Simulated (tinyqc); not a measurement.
# From mixing enthalpy H_mix back to triplet interaction Vt

Model: cluster expansion of a binary alloy: correlations, fit, cross-validation and ground states. Computed by tinyqc, a small Python program. Command: `OMP_NUM_THREADS=1 python tinyqc.py 3003566 3003567 out.jsonl clex inv`. One thread of a shared host (Intel(R) Xeon(R) Processor @ 2.30GHz), about 0.2 s of CPU time with the checks.

s = +1 for A and -1 for B. Energy per site E = J0 + J1 P(point) + sum over clusters of m V P, with P the mean product of spins; V > 0 on a pair favours unlike neighbours. Clusters per site m: pair 1 6, pair 2 3, pair 3 12, triplet 8; the triplet is the triangle of first neighbours. Formation energies are counted from the line between pure A and pure B, which removes J0 and J1.

Inputs (values chosen for the exercise, for a model alloy):

| quantity | value | unit |
|---|---|---|
| first-pair interaction V1 | 34.7 | meV |
| second-pair interaction V2 | -14 | meV |
| third-pair interaction V3 | -0.91 | meV |
| temperature T | 3300 | K |
| fraction x of B | 0.27 | - |

Lattice: fcc.

Constants: k_B = 8.617333262e-05 eV/K.

Method. Random alloy: P(pair) = p^2, P(triplet) = p^3, p = 1 - 2x, so H_mix = (p^2 - 1) sum m V(pairs) + (p^3 - p) m Vt; G_mix = H_mix + k_B T [x ln x + (1 - x) ln(1 - x)]. To first order in 1/T the Warren-Cowley parameter of shell 1 is alpha_1 = -(1 - p^2) V_eff/(k_B T), V_eff = V1 + (number of triplets on a first-neighbour bond) p Vt, that number being 4.

Problem. A run gave the result below. Find the triplet interaction Vt, known to lie between 2.3 and 4.4 meV.

mixing enthalpy H_mix = -131.3704 meV/site

Solution.

Each step takes the trial c = (a f_b - b f_a)/(f_b - f_a), f being the result less the target and a, b, c the logarithms of the listed values; c replaces end b, the old b replaces a if the sign of f changed, and otherwise f_a is halved.

Scan of the range:

| triplet interaction Vt (meV) | mixing enthalpy H_mix (meV/site) |
|---|---|
| 2.30 | -129.096 |
| 2.56 | -129.850 |
| 2.86 | -130.721 |
| 3.18 | -131.649 |
| 3.54 | -132.693 |
| 3.95 | -133.883 |
| 4.40 | -135.189 |

False position (Illinois rule, in the logarithm of the input) inside the bracket:

| step | end a | end b | trial | mixing enthalpy H_mix (meV/site) |
|---|---|---|---|---|
| 1 | 2.86000 | 3.18000 | 3.08041 | -131.360 |
| 2 | 3.18000 | 3.08041 | 3.08395 | -131.370 |
| 3 | 3.18000 | 3.08395 | 3.08405 | -131.371 |
| 4 | 3.08395 | 3.08405 | 3.08400 | -131.370 |

Mixing enthalpy H_mix falls at every point of a 13-point scan of the range (every second point is shown), so one value fits; it is bracketed by 2.86 and 3.18. The scan shows a straight line, so linear interpolation between any two rows gives the answer at once. Answer: triplet interaction Vt = 3.084 meV.
